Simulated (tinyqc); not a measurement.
Worked calculation: empirical pseudopotential in a few plane waves. One step of it, computed by the program tinyqc.

Task: Levels at k. Diagonalise the Hermitian matrix.

H(k) at k (eV), order +0+0+0, -1-1-1, -1-1+1, -1+1-1, -1+1+1, +1-1-1, +1-1+1, +1+1-1, +1+1+1, -2+0+0, +0-2+0, +0+0-2, +0+0+2, +0+2+0, +2+0+0:
```
[[1.857669, 2.106928+1.164102i, -2.106928+1.164102i, -2.106928+1.164102i, -2.106928-1.164102i, -2.106928+1.164102i, -2.106928-1.164102i, -2.106928-1.164102i, 2.106928-1.164102i, 0.000000+0.421776i, 0.000000+0.421776i, 0.000000+0.421776i, 0.000000-0.421776i, 0.000000-0.421776i, 0.000000-0.421776i],
 [2.106928-1.164102i, 7.652019, 0.000000-0.421776i, 0.000000-0.421776i, -0.040817, 0.000000-0.421776i, -0.040817, -0.040817, 0.000000, -2.106928-1.164102i, -2.106928-1.164102i, -2.106928-1.164102i, -0.365586+0.192414i, -0.365586+0.192414i, -0.365586+0.192414i],
 [-2.106928-1.164102i, 0.000000+0.421776i, 5.025247, 0.040817, 0.000000-0.421776i, 0.040817, 0.000000-0.421776i, 0.000000, -0.040817, -2.106928+1.164102i, -2.106928+1.164102i, 0.365586+0.192414i, 2.106928-1.164102i, -0.365586-0.192414i, -0.365586-0.192414i],
 [-2.106928-1.164102i, 0.000000+0.421776i, 0.040817, 16.613947, 0.000000-0.421776i, 0.040817, 0.000000, 0.000000-0.421776i, -0.040817, -2.106928+1.164102i, 0.365586+0.192414i, -2.106928+1.164102i, -0.365586-0.192414i, 2.106928-1.164102i, -0.365586-0.192414i],
 [-2.106928+1.164102i, -0.040817, 0.000000+0.421776i, 0.000000+0.421776i, 13.987175, 0.000000, 0.040817, 0.040817, 0.000000-0.421776i, 2.106928+1.164102i, -0.365586+0.192414i, -0.365586+0.192414i, -2.106928-1.164102i, -2.106928-1.164102i, 0.365586-0.192414i],
 [-2.106928-1.164102i, 0.000000+0.421776i, 0.040817, 0.040817, 0.000000, 12.905563, 0.000000-0.421776i, 0.000000-0.421776i, -0.040817, 0.365586+0.192414i, -2.106928+1.164102i, -2.106928+1.164102i, -0.365586-0.192414i, -0.365586-0.192414i, 2.106928-1.164102i],
 [-2.106928+1.164102i, -0.040817, 0.000000+0.421776i, 0.000000, 0.040817, 0.000000+0.421776i, 10.278791, 0.040817, 0.000000-0.421776i, -0.365586+0.192414i, 2.106928+1.164102i, -0.365586+0.192414i, -2.106928-1.164102i, 0.365586-0.192414i, -2.106928-1.164102i],
 [-2.106928+1.164102i, -0.040817, 0.000000, 0.000000+0.421776i, 0.040817, 0.000000+0.421776i, 0.040817, 21.867491, 0.000000-0.421776i, -0.365586+0.192414i, -0.365586+0.192414i, 2.106928+1.164102i, 0.365586-0.192414i, -2.106928-1.164102i, -2.106928-1.164102i],
 [2.106928+1.164102i, 0.000000, -0.040817, -0.040817, 0.000000+0.421776i, -0.040817, 0.000000+0.421776i, 0.000000+0.421776i, 19.240719, -0.365586-0.192414i, -0.365586-0.192414i, -0.365586-0.192414i, -2.106928+1.164102i, -2.106928+1.164102i, -2.106928+1.164102i],
 [0.000000-0.421776i, -2.106928+1.164102i, -2.106928-1.164102i, -2.106928-1.164102i, 2.106928-1.164102i, 0.365586-0.192414i, -0.365586-0.192414i, -0.365586-0.192414i, -0.365586+0.192414i, 12.055725, 0.040817, 0.040817, -0.040817, -0.040817, 0.000000],
 [0.000000-0.421776i, -2.106928+1.164102i, -2.106928-1.164102i, 0.365586-0.192414i, -0.365586-0.192414i, -2.106928-1.164102i, 2.106928-1.164102i, -0.365586-0.192414i, -0.365586+0.192414i, 0.040817, 8.347341, 0.040817, -0.040817, 0.000000, -0.040817],
 [0.000000-0.421776i, -2.106928+1.164102i, 0.365586-0.192414i, -2.106928-1.164102i, -0.365586-0.192414i, -2.106928-1.164102i, -0.365586-0.192414i, 2.106928-1.164102i, -0.365586+0.192414i, 0.040817, 0.040817, 19.936041, 0.000000, -0.040817, -0.040817],
 [0.000000+0.421776i, -0.365586-0.192414i, 2.106928+1.164102i, -0.365586+0.192414i, -2.106928+1.164102i, -0.365586+0.192414i, -2.106928+1.164102i, 0.365586+0.192414i, -2.106928-1.164102i, -0.040817, -0.040817, 0.000000, 14.682497, 0.040817, 0.040817],
 [0.000000+0.421776i, -0.365586-0.192414i, -0.365586+0.192414i, 2.106928+1.164102i, -2.106928+1.164102i, -0.365586+0.192414i, 0.365586+0.192414i, -2.106928+1.164102i, -2.106928-1.164102i, -0.040817, 0.000000, -0.040817, 0.040817, 26.271198, 0.040817],
 [0.000000+0.421776i, -0.365586-0.192414i, -0.365586+0.192414i, -0.365586+0.192414i, 0.365586+0.192414i, 2.106928+1.164102i, -2.106928+1.164102i, -2.106928+1.164102i, -2.106928-1.164102i, 0.000000, -0.040817, -0.040817, 0.040817, 0.040817, 22.562813]]
```

Give: eigenvalues.

Result:

eigenvalues (eV): [-3.3033, 3.7936, 6.1260, 6.8885, 10.3776, 11.9942, 13.2184, 13.6169, 16.0651, 17.4787, 18.4229, 20.9362, 23.2703, 25.2142, 29.1849]
